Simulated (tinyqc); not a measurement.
The mobility curve: inversion-layer mobility, back-scattering and ballistic limit of a field-effect transistor. Computed by tinyqc, a small Python program. Command: `OMP_NUM_THREADS=1 python tinyqc.py 3007747 3007748 out.jsonl mos walk`. One thread of a shared host (Intel(R) Xeon(R) Processor @ 2.30GHz), about 0.01 s of CPU time with the checks.

The charge at the top of the source barrier is fixed by the gate; series resistance and short-channel effects are left out. F_j are Fermi integrals normalised to exp(eta) in the classical limit.

Inputs (values chosen for the exercise, modelled on a silicon n-channel):
```
quantity                                       value        unit
weight w of the inversion charge                 0.5           -
permittivity eps                                11.7           -
phonon mobility at 1 MV/cm and 300 K, mu_ph      320  cm^2/(V s)
roughness mobility at 1 MV/cm, mu_sr            1700  cm^2/(V s)
Coulomb mobility at N_inv = 1e12/cm^2, mu_C     1200  cm^2/(V s)
electrical oxide thickness t_inv                 1.7          nm
depletion charge N_dep                       2.2e+12      1/cm^2
temperature T                                    300           K
```

Statistics at the top of the barrier: Fermi-Dirac.

Constants: eps_0 = 8.8541878128e-12 F/m; e = 1.602176634e-19 C.

Method. N_inv = 3.9 eps_0 (V_G - V_T)/(e t_inv); effective field E_eff = e (N_dep + w N_inv)/(eps eps_0). mu_phonon = mu_ph (E_eff/1 MV/cm)^(-0.3) (T/300 K)^(-1.75); mu_rough = mu_sr (E_eff/1 MV/cm)^(-2); mu_Coulomb = mu_C (N_inv/1e12 cm^-2) (T/300 K); Matthiessen's rule adds 1/mu.

Mobilities (cm^2/(V s)):
```
V_G - V_T (V)  N_inv (1/cm^2)  E_eff (MV/cm)  phonon  roughness  Coulomb   total
0.03               3.8034e+11         0.3697  431.33      12441      456  217.87
0.06               7.6069e+11         0.3991  421.54      10674      913  280.78
0.12               1.5214e+12         0.4579  404.50       8108     1826  318.14
0.20               2.5356e+12         0.5363  385.76       5910     3043  323.61
0.35               4.4373e+12         0.6834  358.72       3640     5325  307.67
0.50               6.3390e+12         0.8304  338.34       2465     7607  286.31
0.75               9.5086e+12         1.0755  313.08       1470    11410  252.39
1.00               1.2678e+13         1.3206  294.38        975    15214  222.79
1.50               1.9017e+13         1.8108  267.78        518    22821  175.22
```

What follows from these numbers?

The lowest part is phonon from 0.0300 to 1.50 V. The total peaks at 324 near E_eff = 0.54 MV/cm: screening lifts it at low density and the field presses it down at high density.

Extremes, crossings and ranges named in words are read from the listed rows.
